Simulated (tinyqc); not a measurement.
Interband optics of a two-band s-p chain from momentum matrix elements: sweeps and comparisons. A value that a table varies takes the place of the one given here.

H(k) = [[Es - 2 ts cos ka, 2i V sin ka], [-2i V sin ka, Ep_ + 2 tp cos ka]] in the basis s, p; the lower band is full, with two electrons a cell. The velocity operator times hbar is W = dH/dk (eV angstrom); intra-atomic dipoles are left out.

With w(k) = |<c|W|v>|^2 and D(k) = Ec - Ev, on the mesh k_j = (j + 1/2)/N (2 pi/a): eps(E) = 1 + (8 pi e2/(a Ar)) mean_j (w/D^2) [1/(D - E - i eta) + 1/(D + E + i eta)], e2 = e^2/(4 pi eps0); light polarised along the chains, no local fields.

Constants: e^2/(4 pi eps0) = 14.39964547 eV angstrom; hbar^2/2m0 = 3.80998211 eV angstrom^2.

Values chosen for the exercise: a = 3.45 angstrom (period); Es = 3.6 eV (upper orbital (s)); Ep_ = -2.51 eV (lower orbital (p)); ts = 0.4 eV (s-s hopping); tp = 0.58 eV (p-p hopping); V = 1.62 eV (s-p hopping); Ar = 13.5 angstrom^2 (cross-section per chain); eta = 0.15 eV (Lorentzian half width); E = 5.31 eV (photon energy).

## Joint density of states against eps2

Mesh of 2000 points. J(E) = mean of (eta/pi)/((E - D)^2 + eta^2). The fourth column is J times the constant (8 pi^2 e2/(a Ar)) mean(w/D^2). R = |(sqrt(eps) - 1)/(sqrt(eps) + 1)|^2.

Spectrum:
```
E (eV)  J (1/eV)    eps2  eps2 with constant element    eps1      R
3.55       0.012   1.389                       0.385  10.045  0.274
4.11       0.105  16.079                       3.354  16.377  0.460
4.67       0.101  10.019                       3.219  -3.503  0.510
5.23       0.082   4.507                       2.628  -2.800  0.476
5.79       0.077   2.329                       2.482  -1.469  0.401
6.35       0.079   1.303                       2.529  -0.195  0.215
6.91       0.086   0.855                       2.767   1.177  0.034
7.47       0.108   1.041                       3.461   3.297  0.096
8.03       0.309   8.690                       9.898   7.345  0.338
8.59       0.380   6.556                      12.166  -3.048  0.480
9.15       0.380   3.385                      12.157  -5.255  0.674
9.71       0.038   0.475                       1.225  -2.704  0.857
```

Transitions span 4.150 to 9.115 eV. Among the energies listed J peaks at 8.59 eV and eps2 at 4.11 eV. The ratio of eps2 to the constant-element value is 3.11 at 4.67 eV and 0.54 at 8.59 eV: w/D^2 is 7.255 angstrom^2 at the zone centre and 1.919 at the edge.

## Mesh against broadening

eps2 at E for three widths, and eps(0) at eta = 0; the last row is the mesh of 2000 points.

Convergence:
```
N     eta = 0.03 eV  eta = 0.1 eV  eta = 0.3 eV  eps(0)
4             0.034         0.113         0.325  2.1698
8             1.353         4.198         7.838  4.0470
16            0.363         1.178         2.923  4.7221
32           14.294         8.759         4.950  4.7418
64            1.047         2.883         4.308  4.7418
128           2.143         3.809         4.352  4.7418
2000          3.736         3.949         4.352  4.7418
```

The first N from which eps2 stays within 2 % of the last row is above 128 for eta = 0.03, above 128 for 0.1 and 64 for 0.3 eV; for eps(0) and 0.1 % it is 32. E lies inside the range of transitions, so as a rule the spacing of D between mesh points must fall below eta (less so where the weight w is small at E).

## Static constant against the gap

Es takes the values listed; mesh of 400 points; the Penn-type estimate is 1 + 8 pi c e2 n_eff/(a Ar Dm^2) with Dm the f-weighted mean of D, f = w/(c D), n_eff = 2 mean(f), c = hbar^2/2m0.

Results:
```
Es (eV)  smallest D (eV)  Dm (eV)  n_eff  eps(0)  estimate
3.30               3.850    6.287  4.242   5.365     4.177
3.60               4.150    6.578  4.117   4.742     3.816
4.10               4.650    7.064  3.920   3.953     3.326
4.60               5.150    7.549  3.738   3.380     2.942
5.60               6.150    8.519  3.411   2.620     2.391
6.60               7.150    9.492  3.129   2.157     2.028
8.60               9.150   11.443  2.673   1.653     1.604
```

eps(0) - 1 falls from 4.365 to 0.653, as Dm^-3.17; a fixed n_eff would give the power -2, and n_eff goes from 4.242 to 2.673. The single-gap estimate is low by 27.2 % of eps(0) - 1 in the first row and 7.4 % in the last, since 1/D^2 favours the smallest separations. n_eff need not equal the 2 electrons of the cell: a two-orbital basis with chosen hoppings does not obey the free-electron sum rule.

## What moves the optical response

Mesh of 400 points; n_eff = 2 mean(w/(c D)), c = hbar^2/2m0. Each row changes one parameter from the base and keeps the others.

Results:
```
case                   smallest D (eV)  largest D (eV)  n_eff  eps(0)
base                             4.150           9.115  4.117   4.742
a = 3.623 angstrom               4.150           9.115  4.540   4.929
Es = 3.9 eV                      4.450           9.339  3.997   4.238
ts = 0.48 eV                     3.990           9.154  4.139   4.960
V = 1.782 eV                     4.150           9.550  4.759   5.256
Ar = 14.85 angstrom^2            4.150           9.115  4.117   4.402
```

The largest shifts from the base row, up to three for each result and ties (the steps differ in size, so this ranks the rows, not the parameters). smallest D (eV): Es +0.300, ts -0.160; unchanged at the printed digits by a, V and Ar. largest D (eV): V +0.435, Es +0.224, ts +0.039; unchanged at the printed digits by a and Ar. n_eff: V +0.642, a +0.423, Es -0.120; unchanged at the printed digits by Ar. eps(0): V +0.515, Es -0.504, Ar -0.340.

tinyqc: `OMP_NUM_THREADS=1 python tinyqc.py 1652199 1652200 out.jsonl`; about 0.02 s, one thread, shared Intel(R) Xeon(R) Processor @ 2.30GHz.
